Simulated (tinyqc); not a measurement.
# Gate sheet resistance from two finger widths

Inverse problem. At low frequency R = Rsh Wf/(3 L) + B/Wf, where B collects the channel and vertical terms. Find Rsh, B and the width of lowest R.

Inputs (values chosen for the exercise):
```
symbol  value  unit         meaning
L        0.34    um  channel length
```

input resistance of single fingers, contacted at one end, of width 1.4 and 5.3 um (ohm): 53.767507  120.54014

Solution. R Wf is a straight line in Wf^2; the minimum of R lies where both terms are equal.

Rsh = 22.00 ohm/square
B = 33.00 ohm um
width of lowest R = 1.237 um

tinyqc, about 0.01 s, one thread, Intel Xeon 2.30GHz (shared host): `OMP_NUM_THREADS=1 python tinyqc.py 2262006 2262007 out.jsonl`
